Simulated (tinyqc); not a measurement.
Reverse leakage of an n+-p junction: diffusion, generation, trap-assisted and band-to-band tunnelling: leakage components against the temperature.

One-sided abrupt junction in the depletion approximation, x from the junction (0) to W on the p side, field F = F0 (1 - x/W). Flat quasi-Fermi levels, long p side. Traps generate through SRH with both lifetimes shortened by 1 + Gamma (Hurkx enhancement, form for moderate fields); band-to-band generation is local and needs a total bending above Eg.

Nc and Nv are given at 300 K and scale as (T/300 K)^1.5; all else is held fixed. ni = sqrt(Nc Nv) exp(-Eg/(2 Vt)), Eg in volts; Vbi = Vt ln(Na Nd/ni^2); W = sqrt(2 eps0 eps_r (Vbi + VR)/(q Na)); F0 = 2 (Vbi + VR)/W; FG = sqrt(24 mt m0 (kB T)^3)/(q hbar); J_diff = q ni^2 sqrt(Dn/tau)(1 - exp(-VR/Vt))/Na. u = (Vbi + VR)(1 - x/W)^2, p = Na exp(-u/Vt), n = Nd exp((u - Vbi - VR)/Vt); G0 = ni^2 (1 - exp(-VR/Vt))/(tau (n + p + 2 ni cosh(Et/Vt))); Gamma = 2 sqrt(3 pi)(F/FG) exp((F/FG)^2); trap-assisted part G0 Gamma; G_bb = Ab F^2.5 exp(-Bb/F) with F in V/cm, zero unless Vbi + VR > Eg. Currents are q times the integrals over 0 to W; J_bb under 1e-8 of J is printed as 0; rows with F0/FG above 2.2, beyond the range of this Gamma, are left out.

Parameters, values chosen for the exercise; band and dielectric values close to those of In0.53Ga0.47As: band gap Eg = 0.744 eV; relative permittivity eps_r = 14.1; conduction-band density of states at the reference temperature Nc = 2.1e17 cm^-3; valence-band density of states at the reference temperature Nv = 7.71e18 cm^-3; acceptor density of the lighter side Na = 8e16 cm^-3; donor density of the heavier side Nd = 5e19 cm^-3; SRH lifetime of both carriers at zero field tau = 3e-7 s; trap level above the intrinsic level Et = -0.13 eV; tunnelling mass mt = 0.047 m0; electron diffusion coefficient on the lighter side Dn = 6.3 cm^2/s; band-to-band prefactor Ab = 1.2e16 cm^-0.5 V^-2.5 s^-1; band-to-band field constant Bb = 6.27e6 V/cm; reverse bias VR = 1.4 V.

Constants: q = 1.602176634e-19 C, kB = 1.380649e-23 J/K, hbar = 1.054571817e-34 J s, m0 = 9.1093837015e-31 kg, Vt = kB T/q, eps0 = 8.8541878128e-14 F/cm where lengths are in cm. Results are converted to the units shown.

Results:
```
T (K)  F0 (kV/cm)  F0/FG  J_diff (A/cm^2)  J_SRH (A/cm^2)  J_TAT (A/cm^2)  J_bb (A/cm^2)  J (A/cm^2)              largest part
220           212   2.11         5.30e-14        1.73e-11         1.73e-9        3.20e-9     4.94e-9   band-to-band tunnelling
250           211   1.74         8.63e-12        5.08e-10         1.67e-8        3.12e-9     2.03e-8  trap-assisted tunnelling
310           211   1.26          1.32e-8         6.52e-8         6.56e-7        2.89e-9     7.37e-7  trap-assisted tunnelling
340           211   1.09          2.03e-7         3.98e-7         2.80e-6        2.75e-9     3.40e-6  trap-assisted tunnelling
370           210  0.960          2.05e-6         1.84e-6         9.75e-6        2.61e-9     1.36e-5  trap-assisted tunnelling
400           210  0.852          1.49e-5         6.82e-6         2.87e-5        2.46e-9     5.05e-5  trap-assisted tunnelling
430           209  0.763          8.34e-5         2.13e-5         7.39e-5        2.31e-9     1.79e-4                 diffusion
```

Estimate the missing row, T = 280 K.

Computed row:
```
T (K)  F0 (kV/cm)  F0/FG  J_diff (A/cm^2)  J_SRH (A/cm^2)  J_TAT (A/cm^2)  J_bb (A/cm^2)  J (A/cm^2)              largest part
280           211   1.46         4.91e-10         7.39e-9         1.21e-7        3.01e-9     1.31e-7  trap-assisted tunnelling
```

With this row back in the table: J rises from 4.94e-9 to 1.79e-4 A/cm^2. Band-to-band tunnelling leads at T = 220, trap-assisted tunnelling from 250, diffusion from 430 on. Activation energies over the table: 0.822 eV for diffusion (Eg = 0.744 eV, raised by the T^3 of ni^2), 0.544 eV for SRH generation (Eg/2 + |Et| = 0.502 eV), 0.414 eV for the trap-assisted part, lower since Gamma grows on cooling; the total shows 0.223 eV at the cold end and 0.624 eV at the hot end.

Range of the model: The n+ side is degenerate, so Vbi from Boltzmann statistics is only a guide.

tinyqc, about 0.01 s, one thread, Intel Xeon 2.30GHz (shared host): `OMP_NUM_THREADS=1 python tinyqc.py 2290063 2290064 out.jsonl`
